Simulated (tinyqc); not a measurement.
Both approximations at x = 1/2: order-disorder in a binary alloy on two sublattices: Bragg-Williams and pair (quasi-chemical) approximations. Computed by tinyqc, a small Python program. Command: `OMP_NUM_THREADS=1 python tinyqc.py 3027102 3027103 out.jsonl order walk`. One thread of a shared host (Intel(R) Xeon(R) Processor @ 2.30GHz), about 0.01 s of CPU time with the checks.

All z = 4 neighbours of a site lie on the other sublattice. B fills the sublattices with x + eta/2 and x - eta/2; energies are per site, from the pure components: u = -z w y with y the probability of an A-B bond taken in one order.

Inputs (values chosen for the exercise, for a model alloy): ordering energy w = (e_AA + e_BB)/2 - e_AB = 44.6 meV; fraction x of B = 0.36.

Lattice: square (z = 4).

Constants: k_B = 8.617333262e-05 eV/K.

Method. Bragg-Williams: k_B T_c = 2 z w x (1 - x). Pair approximation at x = 1/2: k_B T_c = w/ln(z/(z - 2)). At x = 1/2 the alloy is an Ising model with K = w/(2 k_B T). Bragg-Williams: eta = tanh(z K eta), neighbour correlation -eta^2. Pair: h = (z - 1) artanh(tanh K tanh h), eta = tanh(z h/(z - 1)), correlation -(tanh K + tanh^2 h)/(1 + tanh K tanh^2 h). T is given in units of the Bragg-Williams T_c at x = 1/2, z w/(2 k_B).

T_c, pair approximation at x = 1/2 = 746.683 K

Order and neighbour correlation:

| T/T_c | T (K) | eta, Bragg-Williams | correlation, Bragg-Williams | eta, pair | correlation, pair |
|---|---|---|---|---|---|
| 0.30 | 310.5 | 0.99741 | -0.99483 | 0.99704 | -0.99432 |
| 0.45 | 465.8 | 0.97398 | -0.94863 | 0.96095 | -0.93274 |
| 0.55 | 569.3 | 0.93553 | -0.87521 | 0.87689 | -0.81371 |
| 0.65 | 672.8 | 0.87207 | -0.76050 | 0.65847 | -0.58845 |
| 0.75 | 776.3 | 0.77552 | -0.60143 | 0.00000 | -0.32151 |
| 0.85 | 879.9 | 0.62950 | -0.39627 | 0.00000 | -0.28592 |
| 0.95 | 983.4 | 0.37949 | -0.14401 | 0.00000 | -0.25725 |
| 1.10 | 1138.6 | 0.00000 | 0.00000 | 0.00000 | -0.22344 |
| 1.50 | 1552.7 | 0.00000 | 0.00000 | 0.00000 | -0.16514 |

What follows from these numbers?

The pair approximation loses long-range order between T/T_c = 0.65 and 0.75, at 747 K, and keeps a correlation of -0.165 in the last row. At its own T_c the correlation is -1/(z - 1) = -0.333, so the fewer the neighbours, the more of the ordering energy is released above T_c.
